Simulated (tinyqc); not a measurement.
# Inputs raised by 10 %, one at a time

Model: mobility of a non-polar semiconductor in the relaxation-time approximation. Computed by tinyqc, a small Python program. Command: `OMP_NUM_THREADS=1 python tinyqc.py 3028393 3028394 out.jsonl rta sens`. One thread of a shared host (Intel(R) Xeon(R) Processor @ 2.30GHz), about 0.02 s of CPU time with the checks.

Each valley is treated as a sphere of mass m_d for states and rates, with one isotropic relaxation time; the conductivity mass m_c sets the current.

Inputs (values chosen for the exercise, modelled on holes in germanium):
```
quantity                                          value       unit
longitudinal mass m_l                             0.306        m_0
transverse mass m_t                               0.306        m_0
equivalent valleys Z                                  1          -
non-parabolicity alpha                             0.28       1/eV
static permittivity eps_s                            16          -
density rho                                        5323     kg/m^3
sound velocity v_l                                 5220        m/s
acoustic deformation potential D_A                  4.8         eV
phonon energy hbar w                               37.6        meV
optical or intervalley deformation potential D_o    8.1  1e8 eV/cm
final valleys Z_f                                     1          -
carrier density n                                 2e+15     1/cm^3
compensation ratio C                                  0          -
temperature T                                       200          K
```

Band: Kane. Impurity formula: Brooks-Herring. Further scattering: none.

Constants: k_B = 8.617333262e-05 eV/K; m_0 = 9.1093837015e-31 kg; e = 1.602176634e-19 C; hbar = 1.054571817e-34 J s; eps_0 = 8.8541878128e-12 F/m; k_B = 1.380649e-23 J/K; hbar = 6.582119569e-16 eV s.

Method:
- m_d = (m_l m_t^2)^(1/3); 1/m_c = (1/m_l + 2/m_t)/3; Hall mass factor A = 3 K_m (K_m + 2)/(2 K_m + 1)^2, K_m = m_l/m_t; N_I = n (1 + C)/(1 - C).
- Kane band: hbar^2 k^2/(2 m) = E (1 + alpha E), speed v = hbar k/(m (1 + 2 alpha E)), states per spin, volume and energy g(E) = m k (1 + 2 alpha E)/(2 pi^2 hbar^2); overlap factors are set to 1. Here m = m_d. Masses are multiplied by m_0 and all formulas are in SI units.
- The reduced Fermi level eta = E_F/(k_B T) solves n = 2 Z int g f dE with f = 1/(1 + exp(x - eta)) (Z = 1 unless valleys are given); screening length L_s = sqrt(eps_s eps_0 k_B T/(e^2 dn/deta)), dn/deta = 2 Z int g f (1 - f) dE.
- Integrals over x = E/(k_B T) use 160 Gauss-Legendre points in u = sqrt(x) from 0 to sqrt(max(eta, 0) + 32).
- Phonon occupation N_q = 1/(exp(hbar w/(k_B T)) - 1).
- Acoustic deformation potential (elastic, equipartition, absorption and emission together): 1/tau = 2 pi k_B T D_A^2 g(E)/(hbar rho v_l^2).
- Optical or intervalley deformation potential: 1/tau = (pi Z_f D_o^2/(rho w)) [N_q g(E + hbar w) + (N_q + 1) g(E - hbar w)], with g = 0 below the band edge.
- Each optical term is multiplied by (1 - f(E'))/(1 - f(E)), E' the final energy, for Pauli blocking.
- Singly charged impurities, momentum relaxation: 1/tau = N_I e^4 m (1 + 2 alpha E) Phi/(8 pi (eps_s eps_0)^2 hbar^3 k^3), with alpha = 0 for a parabolic band.
- Brooks-Herring: Phi = ln(1 + b) - b/(1 + b), b = 4 k^2 L_s^2.
- mu = (m_d/m_c) (2 Z e/(3 n k_B T)) int g v^2 tau f (1 - f) dE.
- Averages over x are split at the emission threshold x_0 = hbar w/(k_B T): 64 Gauss-Legendre points in sqrt(x) below it and 128 in sqrt(x - x_0) above it, up to x = max(eta, 0) + 32.
- Rates are added at each energy before the average. With <y> = int g v^2 y f (1 - f) dE: Hall factor r_H = A (3 n k_B T/(2 Z m_d)) <tau^2/(1 + 2 alpha E)>/<tau>^2 (alpha = 0 for a parabolic band); Hall mobility r_H mu; |S| = (k_B/e) (<x tau>/<tau> - eta); resistivity 1/(n e mu).

Runs; columns: (1) input moved; (2) from; (3) to; (4) drift mobility mu (cm^2/(V s)); (5) Seebeck coefficient |S| (microvolt/K); (6) acoustic mobility (cm^2/(V s)); (7) ionised impurity mobility (cm^2/(V s)):
```
(1)                                                             (2)      (3)     (4)     (5)    (6)         (7)
base run                                                          -        -  5895.1  767.53  13024  2.4181e+05
longitudinal mass m_l (m_0)                                   0.306   0.3366  5484.4  771.18  12042  2.3735e+05
transverse mass m_t (m_0)                                     0.306   0.3366  5096.2  774.85  11123  2.3275e+05
static permittivity eps_s                                        16     17.6  6001.9  766.22  13024  2.8936e+05
sound velocity v_l (m/s)                                       5220     5742  6455.3  766.63  15759  2.4181e+05
acoustic deformation potential D_A (eV)                         4.8     5.28  5341.0  768.49  10764  2.4181e+05
optical or intervalley deformation potential D_o (1e8 eV/cm)    8.1     8.91  5447.1  765.15  13024  2.4181e+05
carrier density n (1/cm^3)                                    2e+15  2.2e+15  5842.2  759.96  13024  2.2231e+05
```

Exponents ln(y'/y) / ln(x'/x):
```
input                                             drift mobility mu  Seebeck coefficient |S|  acoustic mobility  ionised impurity mobility
longitudinal mass m_l                                        -0.758                    0.050             -0.823                     -0.195
transverse mass m_t                                          -1.528                    0.100             -1.656                     -0.400
static permittivity eps_s                                     0.188                   -0.018              0.000                      1.884
sound velocity v_l                                            0.952                   -0.012              2.000                      0.000
acoustic deformation potential D_A                           -1.036                    0.013             -2.000                      0.000
optical or intervalley deformation potential D_o             -0.829                   -0.033              0.000                      0.000
carrier density n                                            -0.095                   -0.104              0.000                     -0.882
```

Among the inputs moved here: drift mobility mu answers most in size to transverse mass m_t (exponent -1.528), next to acoustic deformation potential D_A (-1.036). Seebeck coefficient |S| answers most in size to carrier density n (exponent -0.104), next to transverse mass m_t (+0.100). Acoustic mobility answers most in size to sound velocity v_l (exponent +2.000), and about equally to acoustic deformation potential D_A (-2.000); its exponent is below 0.0005 for static permittivity eps_s, optical or intervalley deformation potential D_o, carrier density n. Its exponent +2.000 in sound velocity v_l: the rate goes as 1/(rho v_l^2). Its exponent -2.000 in acoustic deformation potential D_A: the rate goes as D_A^2. Ionised impurity mobility answers most in size to static permittivity eps_s (exponent +1.884), next to carrier density n (-0.882); its exponent is below 0.0005 for sound velocity v_l, acoustic deformation potential D_A, optical or intervalley deformation potential D_o.
